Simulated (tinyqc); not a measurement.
# Electron mobility in a silicon inversion layer, empirical terms and Matthiessen rule: universality: two dopings at the same effective field

Inversion layer of sheet density Ns on a uniformly doped body, under a high-permittivity gate with an interlayer. The mobility terms are empirical power laws with prefactors chosen for the exercise; adding their inverses (Matthiessen) is itself an approximation.

ni = sqrt(Nc Nv) exp(-Eg/(2 Vt)), Eg in volts; Ndep = sqrt(2 eps0 eps_r Nb (2 Vt ln(Nb/ni) + Vsb)/q); E = q (Ndep + eta Ns)/(eps0 eps_r), in MV/cm. With t = T/(300 K): muC = Ac (Ns/1e12 cm^-2) t/(Nb/1e17 cm^-3 + Nit/1e11 cm^-2), muP = Ap E^(-1/3) t^(-1.75), muS = As E^(-gs), muR = Ar exp(2 ti/lr)/t; 1/mu is the sum of the inverses. For each E, Ns is chosen to give that field on bodies with Nb = 5e16 and 3.7e17 cm^-3; the last column leaves out muC.

Values chosen for this exercise; material values close to those of silicon:
- T = 250 K (temperature)
- Eg = 1.12 eV (band gap)
- eps_r = 11.6 (relative permittivity of the semiconductor)
- Nc = 2.15e19 cm^-3 (conduction-band density of states at T)
- Nv = 2e19 cm^-3 (valence-band density of states at T)
- Vsb = 0 V (reverse body bias)
- eta = 0.5 (weight of the inversion charge in the effective field)
- Ap = 435 cm^2/(V s) (phonon-limited mobility at 1 MV/cm and 300 K)
- As = 1090 cm^2/(V s) (roughness-limited mobility at 1 MV/cm)
- gs = 2 (exponent of the roughness term)
- Ac = 3900 cm^2/(V s) (Coulomb prefactor)
- Nit = 1.6e12 cm^-2 (charge at the interface)
- Ar = 160 cm^2/(V s) (remote-phonon mobility without interlayer)
- ti = 1.2 nm (interlayer thickness)
- lr = 0.7 nm (decay length of remote phonons)

Constants: q = 1.602176634e-19 C, kB = 1.380649e-23 J/K, Vt = kB T/q, eps0 = 8.8541878128e-14 F/cm where lengths are in cm. Results are converted to the units shown.

Results:
```
E (MV/cm),"Ns, light body (cm^-2)","mu, light (cm^2/(V s))","Ns, heavy body (cm^-2)","mu, heavy (cm^2/(V s))",without muC (cm^2/(V s))
0.35,3.002e12,317.5,2.494e11,38.81,685.5
0.427,3.989e12,348.8,1.237e12,153.9,627.2
0.634,6.643e12,365.3,3.891e12,283.2,506.8
0.773,8.425e12,350.5,5.673e12,301.3,444.3
0.942,1.059e13,322.6,7.840e12,294.6,381.5
1.15,1.326e13,284.4,1.051e13,269.6,319.2
1.4,1.646e13,241.3,1.371e13,233.7,260.7
```

Estimate the missing row, E = 0.521 MV/cm.

Computed row:
```
E (MV/cm),"Ns, light body (cm^-2)","mu, light (cm^2/(V s))","Ns, heavy body (cm^-2)","mu, heavy (cm^2/(V s))",without muC (cm^2/(V s))
0.521,5.195e12,365.0,2.442e12,235.6,567.4
```

With this row back in the table: The heavily doped body has 0.122 of the mobility of the light one in the first row and 0.969 in the last; there they lie 10 % below and 7.4 % below the curve without Coulomb scattering, which depends on E alone. The heavy body leaves that curve at low E because its field comes mostly from depletion charge and few carriers screen.

tinyqc, about 0.01 s, one thread, Intel Xeon 2.30GHz (shared host): `OMP_NUM_THREADS=1 python tinyqc.py 2510088 2510089 out.jsonl`
